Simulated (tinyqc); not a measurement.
UHF in the sto-3g basis, for BeH, spin multiplicity 2, step by step. This run ends on a higher stationary point, not on the lowest solution. One step of it, computed by the program tinyqc.

Question. Iteration 2: diagonalisation and new density. Diagonalise F' = X^T F X, C = X C', fill 3 alpha and 2 beta electrons from the bottom; D(s) = C_occ C_occ^T. Each column has its largest component positive (the first on a tie).

F(alpha) (hartree):
```
            1Be 1s     1Be 2s    1Be 2px    1Be 2py    1Be 2pz      2H 1s
1Be 1s   -4.497759  -1.302566   0.000000   0.000000   0.021092  -0.232758
1Be 2s   -1.302566  -0.510148   0.000000   0.000000  -0.113295  -0.339288
1Be 2px   0.000000   0.000000  -0.008781  -0.182536   0.000000   0.000000
1Be 2py   0.000000   0.000000  -0.182536   0.085744   0.000000   0.000000
1Be 2pz   0.021092  -0.113295   0.000000   0.000000   0.047086  -0.263869
2H 1s    -0.232758  -0.339288   0.000000   0.000000  -0.263869  -0.159523
```

F(beta) (hartree):
```
            1Be 1s     1Be 2s   1Be 2px   1Be 2py    1Be 2pz      2H 1s
1Be 1s   -4.482284  -1.280507  0.000000  0.000000   0.020109  -0.229985
1Be 2s   -1.280507  -0.395844  0.000000  0.000000  -0.107701  -0.314887
1Be 2px   0.000000   0.000000  0.286762  0.023475   0.000000   0.000000
1Be 2py   0.000000   0.000000  0.023475  0.274605   0.000000   0.000000
1Be 2pz   0.020109  -0.107701  0.000000  0.000000   0.061407  -0.272676
2H 1s    -0.229985  -0.314887  0.000000  0.000000  -0.272676  -0.185007
```

X:
```
                 1          2          3         4          5         6
1Be 1s    0.252400   0.786683   0.000000  0.000000   0.597465  0.195038
1Be 2s   -0.794558  -0.582868   0.000000  0.000000   0.447938  0.391510
1Be 2px   0.000000   0.000000   0.862591  0.505901   0.000000  0.000000
1Be 2py   0.000000   0.000000  -0.505901  0.862591   0.000000  0.000000
1Be 2pz  -0.834896   0.500779   0.000000  0.000000  -0.502416  0.379275
2H 1s     1.106147  -0.220209   0.000000  0.000000  -0.193783  0.522991
```

Give: F' = X^T F X; orbital energies; coefficients C; F' = X^T F X; orbital energies; coefficients C; D(alpha) after iteration 2; D(beta) after iteration 2.

Answer.

F' = X^T F X (alpha) (hartree):
```
         1        2        3        4        5        6
1   0.5461  -0.3505   0.0000   0.0000  -0.2466  -0.1094
2  -0.3505  -1.6237   0.0000   0.0000  -2.0078  -0.7885
3   0.0000   0.0000   0.1747  -0.1304   0.0000   0.0000
4   0.0000   0.0000  -0.1304  -0.0978   0.0000   0.0000
5  -0.2466  -2.0078   0.0000   0.0000  -2.2995  -1.0481
6  -0.1094  -0.7885   0.0000   0.0000  -1.0481  -0.8067
```

orbital energies (alpha) (hartree): MO1 -4.5024, MO2 -0.3531, MO3 -0.1501, MO4 0.0661, MO5 0.2270, MO6 0.6056

coefficients C (alpha):
```
             MO1      MO2     MO3      MO4      MO5      MO6
1Be 1s    0.9907  -0.1868  0.0000  -0.2169   0.0000   0.1191
1Be 2s    0.0345   0.5510  0.0000   0.7910   0.0000  -0.6281
1Be 2px   0.0000   0.0000  0.7908   0.0000  -0.6121   0.0000
1Be 2py   0.0000   0.0000  0.6121   0.0000   0.7908   0.0000
1Be 2pz  -0.0022   0.2952  0.0000  -0.5898   0.0000  -0.9535
2H 1s    -0.0037   0.5216  0.0000  -0.2816   0.0000   1.1098
```

F' = X^T F X (beta) (hartree):
```
         1        2       3       4        5        6
1   0.5719  -0.3260  0.0000  0.0000  -0.2596  -0.1666
2  -0.3260  -1.5900  0.0000  0.0000  -2.0326  -0.8128
3   0.0000   0.0000  0.2632  0.0168   0.0000   0.0000
4   0.0000   0.0000  0.0168  0.2982   0.0000   0.0000
5  -0.2596  -2.0326  0.0000  0.0000  -2.2651  -1.0120
6  -0.1666  -0.8128  0.0000  0.0000  -1.0120  -0.7816
```

orbital energies (beta) (hartree): MO1 -4.4857, MO2 -0.3248, MO3 0.1212, MO4 0.2564, MO5 0.3049, MO6 0.6246

coefficients C (beta):
```
             MO1      MO2      MO3      MO4     MO5      MO6
1Be 1s    0.9922  -0.1499  -0.2302   0.0000  0.0000   0.1328
1Be 2s    0.0290   0.4167   0.8313   0.0000  0.0000  -0.6778
1Be 2px   0.0000   0.0000   0.0000  -0.6121  0.7908   0.0000
1Be 2py   0.0000   0.0000   0.0000   0.7908  0.6121   0.0000
1Be 2pz  -0.0028   0.3153  -0.5801   0.0000  0.0000  -0.9530
2H 1s    -0.0023   0.6091  -0.1807   0.0000  0.0000   1.0860
```

D(alpha) after iteration 2:
```
          1Be 1s   1Be 2s  1Be 2px  1Be 2py  1Be 2pz    2H 1s
1Be 1s    1.0163  -0.0687   0.0000   0.0000  -0.0573  -0.1011
1Be 2s   -0.0687   0.3048   0.0000   0.0000   0.1626   0.2873
1Be 2px   0.0000   0.0000   0.6253   0.4840   0.0000   0.0000
1Be 2py   0.0000   0.0000   0.4840   0.3747   0.0000   0.0000
1Be 2pz  -0.0573   0.1626   0.0000   0.0000   0.0871   0.1540
2H 1s    -0.1011   0.2873   0.0000   0.0000   0.1540   0.2721
```

D(beta) after iteration 2:
```
          1Be 1s   1Be 2s  1Be 2px  1Be 2py  1Be 2pz    2H 1s
1Be 1s    1.0070  -0.0337   0.0000   0.0000  -0.0500  -0.0936
1Be 2s   -0.0337   0.1745   0.0000   0.0000   0.1313   0.2537
1Be 2px   0.0000   0.0000   0.0000   0.0000   0.0000   0.0000
1Be 2py   0.0000   0.0000   0.0000   0.0000   0.0000   0.0000
1Be 2pz  -0.0500   0.1313   0.0000   0.0000   0.0994   0.1920
2H 1s    -0.0936   0.2537   0.0000   0.0000   0.1920   0.3710
```
